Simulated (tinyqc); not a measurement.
Extended Hueckel theory, for H3+, step by step. The parameters take no account of the charge, which enters only through the electron count. Computed by tinyqc, a small Python program that keeps every step (integrals from PySCF). Settings: charge = 1, K = 1.5, weighted = 1, multiplicity = 1. Command: `OMP_NUM_THREADS=1 python tinyqc.py 31385 31386 out.jsonl` (the two numbers bound the seeds that draw the settings). One thread of a shared host (Intel(R) Xeon(R) Processor @ 2.60GHz), about 0.01 s of CPU time with the checks.

## Overlaps

Geometry (angstrom):
```
atom         x         y          z
H     0.000000  0.000000   0.000000
H     0.000000  0.000000   0.953000
H     0.000000  0.900000  -0.488000
```

Parameters chosen for this run:
```
element  shell  Slater exponent   H_ii (eV)
H           1s         1.300000  -13.600000
```

Slater orbitals, each expanded in six Gaussians scaled to its exponent.

overlap S:
```
          1H 1s     2H 1s     3H 1s
1H 1s  1.000000  0.497256  0.454704
2H 1s  0.497256  1.000000  0.169039
3H 1s  0.454704  0.169039  1.000000
```

## Wolfsberg-Helmholz matrix

diagonal H_ii (eV): 1H 1s -13.600000, 2H 1s -13.600000, 3H 1s -13.600000

K = 1.500000

H_ij = K' S_ij (H_ii + H_jj)/2 for i != j (the diagonal keeps H_ii), with K' = K + D^2 + D^4 (1 - K), D = (H_ii - H_jj)/(H_ii + H_jj), K = 1.5.

H (eV):
```
            1H 1s       2H 1s       3H 1s
1H 1s  -13.600000  -10.144029   -9.275961
2H 1s  -10.144029  -13.600000   -3.448397
3H 1s   -9.275961   -3.448397  -13.600000
```

## Orbitals

valence electrons = 2

Solve H C = S C e through S^(-1/2); fill by pairs from the bottom, a degenerate level sharing its electrons equally; each orbital has its largest coefficient positive (the first on a tie).

orbital energies (eV): -16.543743  -12.224284  -3.605766

occupations: 2.000000  0.000000  0.000000

coefficients:
```
            MO1        MO2        MO3
1H 1s  0.498307  -0.028032   1.177592
2H 1s  0.410450  -0.734523  -0.792325
3H 1s  0.387709   0.813635  -0.674714
```

sum of one-electron energies = -33.087485 eV

## Mulliken analysis

P = C n C^T; charge = valence electrons (H 1) minus the sum of (P S)_ii on the atom; overlap population = 2 sum P_ij S_ij between two atoms.

charges: 1H 0.124277, 2H 0.405854, 3H 0.469869

Overlap populations:
```
pair     value
2-1   0.406815
3-1   0.351391
3-2   0.107600
```
